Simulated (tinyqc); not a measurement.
Composition and strain of an epitaxial Si(1-x)Ge(x) layer from Raman and X-ray peaks: one step, computed by the program tinyqc. Command: `OMP_NUM_THREADS=1 python tinyqc.py 3025467 3025468 out.jsonl epiraman walk`. One thread of a shared host (Intel(R) Xeon(R) Processor @ 2.30GHz), about 0.01 s of CPU time with the checks.

A (001) layer, biaxially strained in the plane. The Raman peaks follow empirical lines omega = w0 + c1 x + c3 x^3 + b eps (c3 for Si-Ge alone), with eps the in-plane strain.

Question. Lattice constants and strain. Relaxed lattice constant a(x) = a_Si + (a_Ge - a_Si) x - B x (1 - x). In-plane constant a_par = a_sub + R (a(x) - a_sub); eps = a_par/a(x) - 1; eps_perp = -(2 C12/C11) eps with 2 C12/C11 linear in x; a_perp = a(x) (1 + eps_perp).

Inputs (values chosen for the exercise, modelled on silicon-germanium):
```
quantity                value      unit
Ge fraction x             0.5         -
degree of relaxation R      0         -
lattice constant of Si  5.431  angstrom
lattice constant of Ge  5.658  angstrom
bowing B                0.024  angstrom
2 C12/C11 of Si         0.769         -
2 C12/C11 of Ge         0.746         -
```

Substrate: germanium.

Give: relaxed constant a(x); substrate constant a_sub; a_par; in-plane strain eps; strain along the normal; a_perp.

Answer.

relaxed constant a(x) = 5.5385 angstrom

substrate constant a_sub = 5.658 angstrom

a_par = 5.658 angstrom

in-plane strain eps = 21.576 per mille

strain along the normal = -16.344 per mille

a_perp = 5.4480 angstrom

The layer is under tension in the plane and is shortened along the normal. Caution: strains above 2 % survive only in layers a few nanometres thick, and the linear relations lose accuracy.
